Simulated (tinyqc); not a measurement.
Vibrations of a mass or spring defect in a linear chain: one step, computed by the program tinyqc. Command: `OMP_NUM_THREADS=1 python tinyqc.py 3031025 3031026 out.jsonl localmode walk`. One thread of a shared host (Intel(R) Xeon(R) Processor @ 2.30GHz), about 0.01 s of CPU time with the checks.

A ring of N atoms with nearest-neighbour springs k and motion along the chain. Atom 1 is the defect, of mass M', and its two springs are k'. All other atoms have the mass M.

Problem. Dynamical matrix of the ring. D_ii = (sum of the two springs at i)/M_i, D_ij = -k_ij/sqrt(M_i M_j) for neighbours, closed into a ring.

Inputs (values chosen for the exercise, for a model chain):
```
quantity                         value           unit
spring constant k                 5.97  eV/angstrom^2
host mass M                       68.5              u
defect mass M'                    21.6              u
spring ratio k'/k at the defect   0.78              -
atoms in the ring N                 10              -
```

Host: monatomic.

Give: D.

Solution.

D (eV/(angstrom^2 u)), lower triangle (symmetric):
```
          1        2        3        4        5        6        7        8
1    0.4312
2   -0.1211   0.1551
3    0.0000  -0.0872   0.1743
4    0.0000   0.0000  -0.0872   0.1743
5    0.0000   0.0000   0.0000  -0.0872   0.1743
6    0.0000   0.0000   0.0000   0.0000  -0.0872   0.1743
7    0.0000   0.0000   0.0000   0.0000   0.0000  -0.0872   0.1743
8    0.0000   0.0000   0.0000   0.0000   0.0000   0.0000  -0.0872   0.1743
9    0.0000   0.0000   0.0000   0.0000   0.0000   0.0000   0.0000  -0.0872
10  -0.1211   0.0000   0.0000   0.0000   0.0000   0.0000   0.0000   0.0000

          9      10
9    0.1743
10  -0.0872  0.1551
```
